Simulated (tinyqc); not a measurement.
Conductivity against temperature: Debye-Callaway model of lattice thermal conductivity. Computed by tinyqc, a small Python program. Command: `OMP_NUM_THREADS=1 python tinyqc.py 3000554 3000555 out.jsonl callaway walk`. One thread of a shared host (Intel(R) Xeon(R) Processor @ 2.30GHz), about 0.01 s of CPU time with the checks.

Three acoustic branches with one velocity v, cut at omega_D = k_B Theta/hbar; x = hbar omega/(k_B T). v and Theta are separate inputs: Theta cuts off the heat-carrying modes, so C need not reach 3 k_B/V. gamma is an effective value that sets the umklapp rate.

Inputs (values chosen for the exercise, for a model crystal):

| quantity | value | unit |
|---|---|---|
| sound velocity v | 5150 | m/s |
| Debye temperature Theta | 463 | K |
| volume per atom V | 20 | angstrom^3 |
| mean atomic mass M | 95.7 | u |
| effective Grueneisen parameter gamma | 1.88 | - |
| umklapp exponent divisor b | 2 | - |
| mass variance Gamma | 0.00011 | - |
| Casimir length L | 3500 | micrometre |
| normal-process factor f_N | 1.1 | - |

Sample: crystal. Point defects: isotopes. Normal processes: included.

Constants: k_B = 1.380649e-23 J/K; hbar = 1.054571817e-34 J s; u = 1.6605390666e-27 kg.

Method:
- Gamma is given directly by the isotope mixture. A = V Gamma/(4 pi v^3).
- Rates: point defects A omega^4; umklapp B omega^2 T exp(-Theta/(b T)) with B = hbar gamma^2/(M v^2 Theta); normal processes f_N B omega^2 T (T/Theta)^2. Boundaries: v/L.
- kappa_1 = c int tau_C g dx, g = x^4 e^x/(e^x - 1)^2, c = (k_B/(2 pi^2 v)) (k_B T/hbar)^3, over 0 < x < min(Theta/T, 40), by 96 Gauss-Legendre points in s with x = x_max s^2; 1/tau_C = 1/tau_R + 1/tau_N; kappa_2 = c [int (tau_C/tau_N) g dx]^2 / int (tau_C/(tau_N tau_R)) g dx; kappa = kappa_1 + kappa_2.
- The boundary limit is C v^2/(3 x boundary rate), with C = 3 c int g dx / v^2.

Rayleigh coefficient A = 1.28171e-45 s^3

Kappa (W/(m K)):

| T (K) | all processes | without point defects | boundary limit |
|---|---|---|---|
| 4.6 | 468.55 | 523.69 | 523.69 |
| 9.3 | 2388.6 | 4327.6 | 4327.6 |
| 16 | 5460.6 | 22034 | 22037 |
| 28 | 8281.4 | 88532 | 1.1808e+05 |
| 46 | 6514.5 | 22162 | 5.1012e+05 |
| 79 | 2415.3 | 4077.9 | 1.9058e+06 |
| 140 | 809.78 | 1011.3 | 4.1936e+06 |
| 230 | 330.92 | 366.84 | 5.6425e+06 |
| 370 | 146.27 | 154.47 | 6.3446e+06 |
| 600 | 67.619 | 69.805 | 6.6528e+06 |

What follows from these numbers?

kappa peaks among these rows at 28 K (T/Theta = 0.060) with 8280 W/(m K). The exponent d ln kappa/d ln T is 2.31 at the cold end and -1.60 at the hot end. The normal rate is taken to grow as T^3 at all T, which overstates it above Theta. Point defects cost most at 28 K, a factor 10.7.

Extremes, crossings and ranges named in words are read from the listed rows.
